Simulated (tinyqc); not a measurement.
MOS capacitor with interface traps: C-V stretch-out, conductance peak and subthreshold swing: one step, computed by the program tinyqc. Command: `OMP_NUM_THREADS=1 python tinyqc.py 3023865 3023866 out.jsonl mostraps walk`. One thread of a shared host (Intel(R) Xeon(R) Processor @ 2.30GHz), about 0.01 s of CPU time with the checks.

Energies at the interface are counted from the valence band. psi > 0 means bending towards depletion, so the surface potential is -psi. Boltzmann statistics, full ionisation, no quantum confinement. Traps are neutral when filled up to E_n, with a sharp (zero-temperature) occupation.

Problem. Substrate and insulator. N_c = 2 M_c (2 pi m_e k_B T/h^2)^(3/2) and N_v = 2 (2 pi m_h k_B T/h^2)^(3/2), masses in units of m_0. n_i = sqrt(N_c N_v) exp(-E_g/2 k_B T); E_F = E_g - k_B T ln(N_c/N); phi_B = (k_B T/e) ln(N/n_i); L_D = sqrt(eps_s eps_0 k_B T/(e^2 N)); C_ox = eps_ox eps_0/t_ox.

Inputs (values chosen for the exercise, modelled on silicon, with an insulator like SiO2):

| quantity | value | unit |
|---|---|---|
| gap E_g | 1.14 | eV |
| electron mass m_e | 0.336 | m_0 |
| valleys M_c | 6 | - |
| hole mass m_h | 0.782 | m_0 |
| dielectric constant eps_s | 11.9 | - |
| doping N | 4.3e+15 | cm^-3 |
| insulator constant eps_ox | 3.97 | - |
| insulator thickness t_ox | 2.6 | nm |
| temperature T | 300 | K |

Substrate: n-type. Trap spectrum: flat.

Constants: m_0 = 9.1093837015e-31 kg; k_B = 1.380649e-23 J/K; h = 6.62607015e-34 J s; k_B = 8.617333262e-05 eV/K; eps_0 = 8.8541878128e-12 F/m; e = 1.602176634e-19 C.

Give: k_B T; n_i; bulk E_F; phi_B; Debye length L_D; C_ox; effective density of states of the majority band.

Solution.

k_B T = 0.02585 eV

n_i = 5.994e+09 cm^-3

bulk E_F = 0.9118 eV

phi_B = 0.3486 V

Debye length L_D = 62.88 nm

C_ox = 1.352 microF/cm^2

effective density of states of the majority band = 2.932e+19 cm^-3
